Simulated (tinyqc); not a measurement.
Admittance spectroscopy of a deep trap: effect of the trap density.

Schottky contact on an n-type layer with shallow donors Nd (all ionised) and a donor-like deep trap, neutral when filled and positive when empty; depletion approximation. Traps within lam of the depletion edge stay filled. The traps at xt = W - lam, where the level crosses the Fermi level, follow a slow signal and not a fast one. w = 2 pi f.

Emission rate en = sn vth(T) Nc(T) exp(-Et/kB T) = sn g T^2 exp(-Et/kB T), g = vth Nc/(300 K)^2, as vth goes as T^0.5 and Nc as T^1.5 (degeneracy factor 1). lam = sqrt(2 eps0 eps_r (EF - ET)/(q Nd)), EF - ET = Et - (kB T/q) ln(Nc(T)/Nd), Nc(T) = Nc (T/300 K)^1.5. In the steady state at the band bending V, 2 eps0 eps_r V/q = Nd W^2 + Nt (W - lam)^2 (the second term only if W > lam). V = Vbi + Vr. C_HF = eps0 eps_r/W, C_LF = eps0 eps_r (Nd + Nt)/(Nd W + Nt xt). Inflection frequency w0 = 2 en [1 + Nt xt/(Nd W)]; C = C_HF + (C_LF - C_HF)/(1 + (w/w0)^2), G/w = (C_LF - C_HF)(w/w0)/(1 + (w/w0)^2).

Values chosen for this exercise; material values close to those of silicon:
```
symbol,value,unit,meaning
eps_r,11.9,,relative permittivity
Nc,2.77e19,cm^-3,conduction-band density of states at 300 K
vth,2.3e7,cm/s,thermal velocity at 300 K
Nd,1.1e16,cm^-3,shallow donor density
Vbi,0.54,V,built-in voltage
Et,0.29,eV,depth of the trap below the conduction edge
sn,2.3e-17,cm^2,capture cross-section
Vr,0,V,reverse bias
T,223,K,temperature
```

Constants: q = 1.602176634e-19 C, kB = 1.380649e-23 J/K, eps0 = 8.8541878128e-14 F/cm where lengths are in cm. Results are converted to the units shown.

Results:
```
Nt (cm^-3)	W (nm)	step (% of C_HF)	w0/(2 en)
2.5e14	253.45	1.1804	1.0108
5.7e14	252.64	2.6637	1.0245
1.3e15	250.85	5.9388	1.0555
3e15	247.03	13.048	1.1258
1.6e16	227.28	53.121	1.6030
3.6e16	211.17	93.275	2.2107
```

Estimate the missing row, Nt = 6.9e15 cm^-3.

Computed row:
```
Nt (cm^-3)	W (nm)	step (% of C_HF)	w0/(2 en)
6.9e15	239.66	27.227	1.2790
```

With this row back in the table: The step rises from 1.18 to 93.3 %, as Nt^(0.99) between the first two rows and Nt^(0.69) between the last two, and w0/(2 en) rises from 1.01 to 2.21: for Nt near Nd the rule w0 = 2 en overstates the cross-section by that factor.

Program tinyqc, `OMP_NUM_THREADS=1 python tinyqc.py 2050120 2050121 out.jsonl`; Intel Xeon 2.30GHz, shared host, one thread, about 0.01 s.
